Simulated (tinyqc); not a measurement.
# Changing the forward bias V

Model: trap-assisted generation and recombination current of an abrupt junction. Computed by tinyqc, a small Python program. Command: `OMP_NUM_THREADS=1 python tinyqc.py 3027824 3027825 out.jsonl junctionleak sweep`. One thread of a shared host (Intel(R) Xeon(R) Processor @ 2.30GHz), about 0.02 s of CPU time with the checks.

Depletion approximation, flat quasi-Fermi levels across the depleted layer, long neutral regions with minority lifetimes tau_n and tau_p, full ionisation and Boltzmann statistics. Voltages in exponents stand for e V.

Inputs (values chosen for the exercise, with bands and screening modelled on GaSb):

| quantity | value | unit |
|---|---|---|
| gap E_g | 0.732 | eV |
| electron mass m_e | 0.0376 | m_0 |
| valleys M_c | 1 | - |
| hole mass m_h | 0.411 | m_0 |
| dielectric constant eps | 16.1 | - |
| acceptor density N_A | 1.4e+16 | cm^-3 |
| donor density N_D | 6.6e+18 | cm^-3 |
| capture time tau_n | 1.1e-09 | s |
| capture time tau_p | 1.1e-07 | s |
| trap level E_t - E_i | 0 | eV |
| electron diffusion coefficient D_n | 23 | cm^2/s |
| hole diffusion coefficient D_p | 4.3 | cm^2/s |
| temperature T | 300 | K |
| tunnelling mass m_t | 0.12 | m_0 |

Field enhancement: Hurkx tunnelling factor.

Constants: k_B = 8.617333262e-05 eV/K; m_0 = 9.1093837015e-31 kg; k_B = 1.380649e-23 J/K; h = 6.62607015e-34 J s; e = 1.602176634e-19 C; eps_0 = 8.8541878128e-12 F/m; hbar = 1.054571817e-34 J s.

Method:
- N_c = 2 M_c (2 pi m_e k_B T/h^2)^(3/2) and N_v = 2 (2 pi m_h k_B T/h^2)^(3/2), masses in units of m_0.
- n_i = sqrt(N_c N_v) exp(-E_g/2 k_B T); V_bi = (k_B T/e) ln(N_A N_D/n_i^2); diffusion saturation current J_d0 = e n_i^2 [sqrt(D_n/tau_n)/N_A + sqrt(D_p/tau_p)/N_D].
- W = sqrt(2 eps eps_0 (V_bi - V)(1/N_A + 1/N_D)/e), x_p = W N_D/(N_A + N_D), x_n = W - x_p, peak field F_m = 2 (V_bi - V)/W; reverse bias means V = -V_r.
- Both capture times are divided by 1 + Gamma, Gamma = 2 sqrt(3 pi) (F/F_G) exp((F/F_G)^2), F_G = sqrt(24 m_t (k_B T)^3)/(e hbar) (the low-field Hurkx form), F being the local field, linear in x from 0 at the edges to F_m.
- Potential from the p edge: phi = (V_bi - V) x^2/(x_p W) on the p side and (V_bi - V)[1 - (W - x)^2/(x_n W)] on the n side; p = N_A exp(-phi/k_B T), n = n_i^2 exp(V/k_B T)/p; U = (n p - n_i^2)/[tau_p (n + n_i exp(dE/k_B T)) + tau_n (p + n_i exp(-dE/k_B T))], dE = E_t - E_i, n1 = n_i exp(dE/k_B T), p1 = n_i exp(-dE/k_B T); J_t = e int U dx by the trapezoid rule on 400 intervals on each side.
- Total J = J_t + J_d0 (exp(V/k_B T) - 1); ideality n = (e/k_B T) dV/d ln J, central difference of 1 mV.

One run for each value:

| forward bias V (V) | total forward current (A/cm^2) | recombination current in the layer (A/cm^2) | ideality factor |
|---|---|---|---|
| 0.073 | 9.1193e-05 | 0.000075 | 1.2093 |
| 0.130 | 5.0166e-04 | 0.000348 | 1.3312 |
| 0.190 | 3.0012e-03 | 0.001431 | 1.2437 |
| 0.250 | 2.1513e-02 | 0.005510 | 1.1216 |
| 0.310 | 1.8362e-01 | 0.020617 | 1.0531 |

Describe the trends.

Over the rows, total forward current (A/cm^2) rises from 9.12e-5 to 0.184 (exponent d ln y / d ln x 3.0 between the first rows and 10.0 between the last); recombination current in the layer (A/cm^2) rises from 7.52e-5 to 0.0206 (exponent d ln y / d ln x 2.7 between the first rows and 6.1 between the last); ideality factor goes from 1.21 through a maximum among these rows, 1.33 at 0.130, to 1.05.  Left out: 0.370, 0.430, 0.490, 0.550 (the injected density, weighted by the ratio of capture times where that exceeds one, passes a tenth of the doping).

Caution (all rows): one side is doped near or above its effective density of states, so Boltzmann statistics understate V_bi.

Extremes, crossings and ranges named in words are read from the listed rows.
